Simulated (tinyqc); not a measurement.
Round or elliptic silicon nanowire with anisotropic valleys (Ritz method): sweeps and comparisons. A value that a table varies takes the place of the one given here.

Wire along x = [100] on a (001) wafer, y = [010], z = [001]. Valley groups, two valleys each (w = inverse masses): A, axis along z: w_y = 1/mt, w_z = 1/ml, m_x = mt; B, axis along y: w_y = 1/ml, w_z = 1/mt, m_x = mt; C, axis along x: w_y = w_z = 1/mt, m_x = ml.

Hard wall on the ellipse (y/a)^2 + (z/b)^2 = 1, c = hbar^2/2m0. With u = y/a, v = z/b the operator is -c [(w_y/a^2) d2/du2 + (w_z/b^2) d2/dv2] on the unit disc. Basis (1 - u^2 - v^2) u^i v^j; S, X and Y are the disc integrals of f f', (df/du)(df'/du) and (df/dv)(df'/dv), from the integral of u^p v^q = 2 Gamma((p+1)/2) Gamma((q+1)/2)/((p + q + 2) Gamma((p+q+2)/2)) for even p, q; H = c (w_y X/a^2 + w_z Y/b^2).

Converged values use 21 functions of each parity class (e or o in u, then in v).

Constants: hbar^2/2m0 = 3.80998211 eV angstrom^2.

Parameters, chosen for this exercise (near those of a Si nanowire; not measured data):
- ml = 0.916 m0 (longitudinal mass)
- mt = 0.187 m0 (transverse mass)
- a = 32 angstrom (semi-axis along y)
- b = 32 angstrom (semi-axis along z)
- asp = (0.4, 0.6, 0.8, 1, 1.3, 1.8, 2.5) (ratios a/b)
- area = 32.2 nm^2 (cross-section, kept fixed)
- hw = 2 (height over mean width)

## Size of the basis

Lowest level of each group with 1, 3, 6 and 21 even functions.

Levels (meV):

| functions | A | B | C |
|---|---|---|---|
| 1 | 71.88 | 71.88 | 119.38 |
| 3 | 68.14 | 68.14 | 115.09 |
| 6 | 68.08 | 68.08 | 115.07 |
| 21 | 68.08 | 68.08 | 115.07 |

What does this show?

One function errs by 5.6 % for A, 5.6 % for B and 3.7 % for C, six by 0.00041, 0.00041 and 1.9e-05 meV. The error grows with the axis ratio of the stretched ellipse (2.21, 2.21, 1.00); for a circle it is 6/5.783 - 1 = 3.7 %.

## Flattening the wire at fixed area

a = sqrt(area x ratio/pi), b = a/ratio, 1 nm^2 = 100 angstrom^2; lowest level of each group.

Levels (eV):

| a/b | a (angstrom) | b (angstrom) | A | B | C |
|---|---|---|---|---|---|
| 0.4 | 20.2 | 50.6 | 0.1382 | 0.0523 | 0.1629 |
| 0.6 | 24.8 | 41.3 | 0.0983 | 0.0539 | 0.1294 |
| 0.8 | 28.6 | 35.8 | 0.0789 | 0.0601 | 0.1177 |
| 1.0 | 32.0 | 32.0 | 0.0680 | 0.0680 | 0.1150 |
| 1.3 | 36.5 | 28.1 | 0.0590 | 0.0812 | 0.1187 |
| 1.8 | 43.0 | 23.9 | 0.0530 | 0.1046 | 0.1341 |
| 2.5 | 50.6 | 20.2 | 0.0523 | 0.1382 | 0.1629 |

How do the results move?

Each group is lowest where its stretched ellipse is a circle, at a/b = sqrt(w_y/w_z): 2.21 for A, 0.45 for B and 1.00 for C. The lowest group is B in the first row and A in the last, A and B crossing at a/b = 1 by symmetry; B - A is -86 meV in the first row and +86 meV in the last.

## Shape of the cross-section

Equal area, hard walls, lowest level of -c (w_y d2/dy2 + w_z d2/dz2), c = hbar^2/2m0. Rectangle W x H with H/W = hw; ellipse with b/a = hw; trapezoid of height H, base W/0.8 and top 0.6 of the base; isosceles triangle of height H and base 2W. Ellipse, trapezoid and triangle by converged Ritz bases; 1 nm^2 = 100 angstrom^2.

Levels:

| shape | A (eV) | B (eV) | B - A (meV) |
|---|---|---|---|
| rectangle | 0.1313 | 0.0567 | -74.6 |
| ellipse | 0.1141 | 0.0522 | -61.9 |
| trapezoid | 0.1181 | 0.0578 | -60.3 |
| triangle | 0.0801 | 0.0728 | -7.2 |

W = 40.1 angstrom
H = 80.2 angstrom

How do the results move?

For group A the order is triangle, ellipse, trapezoid, rectangle, spanning 64 %. For group B the order is ellipse, rectangle, trapezoid, triangle, spanning 40 %. The ellipse lies below the rectangle for both groups, since corners hold little of the wave function. The triangle is lowest for A, whose light mass lies across the width and gains from the wide base. The spacing B - A of the valley groups runs from -75 to -7 meV.

## What each parameter does

Lowest level of groups A and B. Each row changes one parameter from the base and keeps the others.

Results:

| case | A (eV) | B (eV) | B - A (meV) |
|---|---|---|---|
| base | 0.0681 | 0.0681 | 0.0 |
| a = 30 angstrom | 0.0756 | 0.0699 | -5.8 |
| b = 35 angstrom | 0.0659 | 0.0590 | -6.9 |
| ml = 1.026 m0 | 0.0667 | 0.0667 | 0.0 |
| mt = 0.206 m0 | 0.0630 | 0.0630 | 0.0 |

What can be read from the table?

The largest shifts from the base row, up to three for each result and ties (the steps differ in size, so this ranks the rows, not the parameters). A (eV): a +0.0076, mt -0.0051, b -0.0022. B (eV): b -0.0091, mt -0.0051, a +0.0018. B - A (meV): b -6.9, a -5.8; unchanged at the printed digits by ml and mt.

tinyqc: `OMP_NUM_THREADS=1 python tinyqc.py 1281830 1281831 out.jsonl`; about 0.05 s, one thread, shared Intel(R) Xeon(R) Processor @ 2.30GHz.
